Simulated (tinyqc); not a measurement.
Inside a calculation. Method: empirical pseudopotential in a few plane waves. One step of it, computed by the program tinyqc.

Task: Levels at G. Diagonalise the Hermitian matrix.

H(k) at G (eV), lower triangle:
```
           +0+0+0     -1-1-1     -1-1+1     -1+1-1     -1+1+1     +1-1-1     +1-1+1     +1+1-1
+0+0+0   0.000000
-1-1-1   2.395549  10.982162
-1-1+1  -2.395549   0.000000  10.982162
-1+1-1  -2.395549   0.000000   0.585045  10.982162
-1+1+1  -2.395549  -0.585045   0.000000   0.000000  10.982162
+1-1-1  -2.395549   0.000000   0.585045   0.585045   0.000000  10.982162
+1-1+1  -2.395549  -0.585045   0.000000   0.000000   0.585045   0.000000  10.982162
+1+1-1  -2.395549  -0.585045   0.000000   0.000000   0.585045   0.000000   0.585045  10.982162
+1+1+1   2.395549   0.000000  -0.585045  -0.585045   0.000000  -0.585045   0.000000   0.000000
-2+0+0   0.000000  -2.395549  -2.395549  -2.395549   2.395549   0.846620  -0.846620  -0.846620
+0-2+0   0.000000  -2.395549  -2.395549   0.846620  -0.846620  -2.395549   2.395549  -0.846620
+0+0-2   0.000000  -2.395549   0.846620  -2.395549  -0.846620  -2.395549  -0.846620   2.395549
+0+0+2   0.000000  -0.846620   2.395549  -0.846620  -2.395549  -0.846620  -2.395549   0.846620
+0+2+0   0.000000  -0.846620  -0.846620   2.395549  -2.395549  -0.846620   0.846620  -2.395549
+2+0+0   0.000000  -0.846620  -0.846620  -0.846620   0.846620   2.395549  -2.395549  -2.395549

           +1+1+1     -2+0+0     +0-2+0     +0+0-2     +0+0+2     +0+2+0     +2+0+0
+1+1+1  10.982162
-2+0+0  -0.846620  14.642883
+0-2+0  -0.846620   0.585045  14.642883
+0+0-2  -0.846620   0.585045   0.585045  14.642883
+0+0+2  -2.395549  -0.585045  -0.585045   0.000000  14.642883
+0+2+0  -2.395549  -0.585045   0.000000  -0.585045   0.585045  14.642883
+2+0+0  -2.395549   0.000000  -0.585045  -0.585045   0.585045   0.585045  14.642883
```

Give: eigenvalues.

Result:

eigenvalues (eV): -2.9302  5.6970  5.6970  5.6970  9.0898  10.3971  10.3971  10.3971  13.4728  13.4728  15.6675  19.3430  19.3430  19.3430  20.6305
